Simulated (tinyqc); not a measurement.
Worked calculation: pair-potential crystal by lattice sums. Computed by tinyqc, a small Python program that keeps every step. Command: `OMP_NUM_THREADS=1 python tinyqc.py 3014397 3014398 out.jsonl pairsum walk`. One thread of a shared host (Intel(R) Xeon(R) Processor @ 2.30GHz), about 0.02 s of CPU time with the checks. Intermediate numbers are printed to about 7 digits and carried at full precision; extremes and crossings named in words are read from the listed rows.

Energy per atom E = (1/2) sum over neighbours of phi(r); d is the nearest-neighbour distance.

Inputs (values chosen for the exercise, for model atoms):
```
quantity,value,unit
well depth eps,0.0997,eV
pair minimum r0,3.94,angstrom
cut-off r_c/r0,1.75,-
trial neighbour distance d/r0,1.03,-
stiffness alpha r0,7.4,-
```

Potential: Morse. Structure: bcc.

Constants: 1 eV/angstrom^3 = 160.2176634 GPa.

## Shell sums at the trial distance

phi0(r) = eps [exp(-2 alpha (r - r0)) - 2 exp(-alpha (r - r0))]; shifted-force cut-off: phi(r) = phi0(r) - phi0(r_c) - (r - r_c) phi0'(r_c) for r < r_c, zero beyond. Shells (distance in units of d, count): fcc 1.0000 (12), 1.4142 (6), 1.7321 (24), 2.0000 (12), 2.2361 (24), 2.4495 (8), 2.6458 (48), 2.8284 (6), 3.0000 (36), 3.1623 (24); hcp 1.0000 (12), 1.4142 (6), 1.6330 (2), 1.7321 (18), 1.9149 (12), 2.0000 (6), 2.2361 (12), 2.3805 (12), 2.4495 (6), 2.5166 (6), 2.5820 (12), 2.6458 (24), 2.7080 (6), 2.8868 (12), 3.0000 (12), 3.1091 (24), 3.1623 (12); bcc 1.0000 (8), 1.1547 (6), 1.6330 (12), 1.9149 (24), 2.0000 (8), 2.3094 (6), 2.5166 (24), 2.5820 (24), 2.8284 (24), 3.0000 (32); sc 1.0000 (6), 1.4142 (12), 1.7321 (8), 2.0000 (6), 2.2361 (24), 2.4495 (24), 2.8284 (12), 3.0000 (30), 3.1623 (24); diamond 1.0000 (4), 1.6330 (12), 1.9149 (12), 2.3094 (6), 2.5166 (12), 2.8284 (24), 3.0000 (16). Volumes per atom in d^3: fcc 0.70711, hcp 0.70711, bcc 0.76980, sc 1.00000, diamond 1.53960; hcp has the ideal c/a. Every shell inside the cut-off is summed. List each shell within the cut-off.

Shells:
```
shell,count,r (angstrom),phi (eV),phi' (eV/angstrom),phi'' (eV/angstrom^2)
1,8,4.058200,-0.09086078,0.05826500,0.3390448
2,6,4.686006,-0.03908973,0.06807561,-0.0879047
3,12,6.627013,-0.00011586,0.00094263,-0.0044651
```

## Energy and virial pressure

E = (1/2) sum count x phi; P = -(1/(6 Omega)) sum count x r phi', Omega = 0.769800 d^3.

energy at the trial distance = -0.4814075 eV/atom

pressure at the trial distance = -2.014086 GPa

The pressure is negative, so the lattice wants to contract.

## Equilibrium

Equilibrium: dE/dd = 0 at the lowest minimum with d between 0.78 r0 and 1.45 r0; B = d^2 E''(d)/(9 Omega). Unrelaxed vacancy: removing an atom breaks its bonds (2|E|) and placing it on the surface returns |E|, so E_v = |E|.

equilibrium distance d = 3.849962 angstrom

energy per atom = -0.5427571 eV

bulk modulus B = 25.10679 GPa

unrelaxed vacancy energy = 0.5427571 eV

d is 2.3 % shorter than r0, because further shells pull and the first shell must push back.

## Elastic constants

At zero stress C_ijkl = (1/(2 Omega)) sum (phi'' - phi'/r) R_i R_j R_k R_l / r^2 over all neighbours, on cube axes; so C44 = C12 (Cauchy relation). C' = (C11 - C12)/2.

C11 = 20.77962 GPa

C12 = C44 = 27.27038 GPa

C' = -3.245379 GPa

C' is negative: the structure is unstable against a tetragonal shear.

## Ranking of structures

The formulas are those given above.

Each structure at its own equilibrium:
```
structure,neighbours,d (angstrom),E (eV/atom),volume (angstrom^3),B (GPa)
fcc,12,3.925358,-0.5875523,42.76840,27.43927
hcp,12,3.924892,-0.5879539,42.75316,27.58936
bcc,8,3.849962,-0.5427571,43.92861,25.10679
sc,6,3.879375,-0.3263574,58.38284,11.37142
diamond,4,3.927807,-0.1917346,93.29506,4.12181
```

The order is hcp < fcc < bcc < sc < diamond; hcp lies 0.40 meV below fcc. fcc (-0.587552 eV) and hcp (-0.587954 eV) share two shells and differ from the third on. Pair forces reward the number of bonds: diamond reaches only 33 % of the best binding. Caution: each structure is relaxed in d alone and may be unstable against shear; the tiny fcc-hcp difference depends on the cut-off.

Checks made by the program: virial pressure against -dE/dV (relative difference 5e-09); (C11 + 2 C12)/3 against the curvature of E(d) (relative difference 4e-10).
